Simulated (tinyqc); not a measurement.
Off-state leakage of single and stacked transistors: one step of the calculation.

n-channel devices of unit width. Subthreshold current I(Vg, Vs, Vd) = I0 (T/300 K)^0.5 exp[(Vg - Vs - VT(T) - gb (Vs - Vb) + dd (Vd - Vs))/(nf Vt)] (1 - exp(-(Vd - Vs)/Vt)), VT(T) = VT - cT (T - 300 K). Gate-edge tunnelling Ig (Vd/1 V) exp(ag (Vd - 1 V)), for a gate at 0 V, and band-to-band leakage Ab u exp(-Bb/u), u = Vd - Vb + 1 V, flow at a drain held at V; both are taken as independent of T. In a stack of off transistors (all gates at 0 V) the same subthreshold current passes through each.

Problem. Leakage of one transistor. Vg = Vs = 0, Vd = V; effective threshold VT(T) - gb Vb - dd V.

Parameters, values chosen for the exercise; values of the order met in bulk silicon logic transistors:
- T = 300 K (temperature)
- V = 0.7 V (supply voltage)
- VT = 0.28 V (threshold at 300 K, zero drain and body bias)
- cT = 0.7 mV/K (fall of the threshold with temperature)
- I0 = 0.19 uA/um (current at threshold at 300 K)
- nf = 1.31 (slope factor)
- dd = 0.08 (drain-induced lowering per volt)
- gb = 0.13 (rise of the threshold per volt of source-body bias)
- Ig = 1e-5 uA/um (gate-edge tunnelling current at 1 V)
- ag = 4.7 1/V (exponential slope of the gate current)
- Ab = 100 uA/(um V) (prefactor of band-to-band leakage at the drain)
- Bb = 19 V (its exponential voltage)
- Vb = 0 V (body voltage)

Constants: q = 1.602176634e-19 C, kB = 1.380649e-23 J/K, Vt = kB T/q. Results are converted to the units shown.

Wanted: effective threshold; parts; total; shares.

Solution.

effective threshold = 0.2240 V
parts (nA/um): subthreshold 0.2548, gate edge 0.001709, band-to-band 2.380
total = 2.636 nA/um
shares (%): subthreshold 9.665, gate edge 0.06482, band-to-band 90.27

The band-to-band part is the largest.

tinyqc, about 0.04 s, one thread, Intel Xeon 2.30GHz (shared host): `OMP_NUM_THREADS=1 python tinyqc.py 2242026 2242027 out.jsonl`
